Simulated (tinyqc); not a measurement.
Ionisation potential and affinity of a slab from the planar-averaged potential: one step. The potential line-up.

Values chosen for the exercise (out of a larger set: gap near that of InAs; not measured data): h = 0.3 angstrom (grid step).

macroscopic average (eV): -4.04637  -5.20483  -6.29080  -7.14885  -7.66491  -7.92941  -8.07706  -8.16088  -8.20179  -8.21856  -8.22792  -8.23476  -8.23419  -8.20948  -8.14186  -8.01041  -7.76166  -7.26000  -6.41410  -5.33713  -4.18362  -3.02787  -1.94460  -1.08925  -0.57589  -0.31408  -0.16913  -0.08798  -0.04966  -0.03532  -0.02804  -0.02202  -0.01635  -0.01084  -0.00541  -0.00001  0.00539  0.01076  0.01605  0.02118  0.02596  0.02948  0.02594  -0.00158  -0.07193  -0.20608  -0.45754  -0.96190  -1.81050  -2.89017

Question. Read the macroscopic average in the middle of each region, j = 10 and j = 35, and its slope in A by a central difference over two points each way.

Give: plateau in A; plateau in vacuum; dV = vacuum - A; slope in A.

Answer.

plateau in A = -8.228 eV
plateau in vacuum = 0.000 eV
dV = vacuum - A = 8.228 eV
slope in A = -0.027 eV/angstrom

The average is tilted: the interfaces carry opposite charges, and the potential changes by -0.16 eV across A and by as much the other way across vacuum. Reading both regions at their mid-points (to within half a grid step), or extrapolating both lines to one interface, removes the tilt from dV.

Run: tinyqc, `OMP_NUM_THREADS=1 python tinyqc.py 1850703 1850704 out.jsonl`; Intel(R) Xeon(R) Processor @ 2.30GHz, one thread, shared host; about 0.01 s of CPU time with all checks.
